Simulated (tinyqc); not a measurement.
IGBT as a p-i-n diode in series with a MOS channel, on-state and switching loss: two steps of the calculation.

High injection (n = p) in a drift layer from x = -W/2 (anode) to +W/2 (cathode side), recombination only in the layer with lifetime tau, ideal emitters. The channel feeds the cathode side and carries the whole current. Auger recombination, carrier-carrier scattering, emitter losses and the carrier dip under the p body are left out.

Parameters, values chosen for the exercise; material values close to those of silicon: temperature T = 300 K; electron mobility mn = 1400 cm^2/(V s); hole mobility mp = 480 cm^2/(V s); width of the drift layer W = 60 um; doping of the drift layer Nd = 1.5e14 cm^-3; high-injection lifetime tau = 0.16 us; current density J = 50 A/cm^2; channel and accumulation resistance Rch = 0.52 mohm cm^2; link voltage Vdc = 400 V; turn-off energy per stored charge and link voltage ks = 0.13; switching frequency f = 2 kHz.

Constants: q = 1.602176634e-19 C, kB = 1.380649e-23 J/K, Vt = kB T/q. Results are converted to the units shown.

Question 1. Ambipolar length. b = mn/mp, B = (b - 1)/(b + 1), La = sqrt(2 Vt mn mp tau/(mn + mp)), y = W/(2 La).

Wanted: b; B; La; y.

Answer 1.

b = 2.9167
B = 0.48936
La = 17.196 um
y = 1.7446

Question 2. Stored charge, losses and the unipolar alternative. Stored charge tau J, turn-off energy Eoff = ks tau J Vdc, loss at half duty 0.5 J Von + f Eoff. A unipolar device on the same layer has Vu = J (W/(q mn Nd) + Rch).

Von = 0.90071549 V

Find: stored charge; Eoff; conduction loss; switching loss; Vu.

Answer 2.

stored charge = 8.000 uC/cm^2
Eoff = 0.4160 mJ/cm^2
conduction loss = 22.52 W/cm^2
switching loss = 0.8320 W/cm^2
Vu = 8.942 V

Both losses would be equal at f = 54.1 kHz.

tinyqc, about 0.01 s, one thread, Intel Xeon 2.30GHz (shared host): `OMP_NUM_THREADS=1 python tinyqc.py 2590042 2590043 out.jsonl`
